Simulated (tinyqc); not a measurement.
From results back to parameters: deformation-potential model of the X valleys of a conduction band. Two cases, with inputs chosen for the exercise.

Problem. A uniaxial tension X1 along [100] acts on valleys along x, y, z, with shifts dE = Xd tr(e) + Xu a.e.a and Boltzmann shares. The ratio of the share of the y valleys to that of the x valleys is given.

s11 = (C11 + C12)/((C11 - C12)(C11 + 2 C12)), s12 = -C12/((C11 - C12)(C11 + 2 C12)), s44 = 1/C44; exx = s11 sxx + s12 (syy + szz) and cyclic, exy = s44 sxy/2; tension is positive. A uniaxial stress X along the unit vector n is s_ij = X n_i n_j.

Constants: kB = 8.617333262e-05 eV/K.

Case 1.

Values chosen (near those of AlAs; not measured data): C11 = 122.7 GPa; C12 = 54.8 GPa; C44 = 52.8 GPa; X1 = 0.3 GPa (size of the stress); T = 200 K (temperature).

n_y/n_x = 4.434638

Case 2.

Values chosen (near those of GaP; not measured data): C11 = 139.1 GPa; C12 = 61.5 GPa; C44 = 70.7 GPa; X1 = 1 GPa (size of the stress); T = 200 K (temperature).

n_y/n_x = 108.6537

Find: splitting dE_x - dE_y; Xu.

Solution. The splitting is kT ln(n_y/n_x), and it equals Xu (exx - eyy) = Xu (s11 - s12) X1; Xd drops out.

Case 1.

splitting dE_x - dE_y = 25.67 meV
Xu = 5.81 eV

Case 2.

splitting dE_x - dE_y = 80.80 meV
Xu = 6.27 eV

Computed by tinyqc, one run a case: `OMP_NUM_THREADS=1 python tinyqc.py N N+1 out.jsonl` with N = 1050368, 1050742; one thread of a shared Intel(R) Xeon(R) Processor @ 2.30GHz, about 0.02 s a run at most.
